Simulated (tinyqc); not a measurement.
Density of states of one tight-binding band on the simple cubic lattice: one step. One tetrahedron of the mesh. Three cases, with inputs chosen for the exercise.

Problem. Find its share below E and its density of states at E.

For corner energies e1 <= e2 <= e3 <= e4 and eij = ei - ej, the share of the tetrahedron below E is n = (E - e1)^3/(e21 e31 e41) for e1 < E < e2; n = [e21^2 + 3 e21 x + 3 x^2 - (e31 + e42) x^3/(e32 e42)]/(e31 e41) with x = E - e2 for e2 < E < e3; n = 1 - (e4 - E)^3/(e41 e42 e43) for e3 < E < e4; its density of states is g = dn/dE.

Give: n; g.

Case 1.

Values chosen: E = 5.73 eV (energy at which the density is wanted).

corner energies, sorted (eV): -4.500000  0.000000  4.500000  7.720000

Solution.

n = 0.9741
g = 0.0391 1/eV

E lies between corners 3 and 4.

Case 2.

Values chosen: E = 2.91 eV (energy at which the density is wanted).

corner energies, sorted (eV): 0.000000  1.320000  3.400000  4.720000

Solution.

n = 0.7327
g = 0.3868 1/eV

E lies between corners 2 and 3.

Case 3.

Values chosen: E = -3.55 eV (energy at which the density is wanted).

corner energies, sorted (eV): -4.840000  0.000000  4.840000  10.040000

Solution.

n = 0.0031
g = 0.0072 1/eV

E lies between corners 1 and 2.

Computed by tinyqc, one run a case: `OMP_NUM_THREADS=1 python tinyqc.py N N+1 out.jsonl` with N = 1652208, 1652584, 1652742; one thread of a shared Intel(R) Xeon(R) Processor @ 2.30GHz, about 0.3 s a run at most.
